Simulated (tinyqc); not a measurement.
Intrinsic and extrinsic failures together.

All devices wear out with slope 3.5 and scale t63; the share 0.02 also has a flaw with slope 0.32 and scale 0.01 t63: 1 - F = exp(-(t/t63)^3.5) [1 - 0.02 + 0.02 exp(-(t/(0.01 t63))^0.32)]. W = ln(-ln(1 - F)); the local slope is dW/d ln t.

Parameters, values chosen for the exercise:
```
symbol,value,unit,meaning
t63,170,s,characteristic time of a test capacitor
```

Results:
```
t (s)          F       W  local slope  F of wear-out alone
0.0014  0.001958  -6.235       0.3041            1.603e-18
0.0055  0.002951  -5.824       0.2956            1.926e-16
0.022   0.004405  -5.423       0.2825            2.466e-14
0.086   0.006389  -5.050       0.2632            2.912e-12
0.34    0.008996  -4.706       0.2349            3.578e-10
5.3      0.01526  -4.175       0.1454             5.350e-6
21       0.01851  -3.980       0.2075             6.623e-4
82       0.09290  -2.328        2.805              0.07498
320       0.9999   2.216        3.492               0.9999
```

Estimate the missing row, t = 1.3 s.

Computed row:
```
t (s)        F       W  local slope  F of wear-out alone
1.3    0.01201  -4.416       0.1965             3.910e-8
```

With this row back in the table: The local slope goes from 0.304 through a minimum of 0.145 (at t = 5.3 s among the rows listed) to 3.49. At early times the flawed share sets F, 1.22e15 times the wear-out value in the first row, so a line fitted to the steep upper part says nothing about low percentiles.

tinyqc, about 0.01 s, one thread, Intel Xeon 2.30GHz (shared host): `OMP_NUM_THREADS=1 python tinyqc.py 2070034 2070035 out.jsonl`
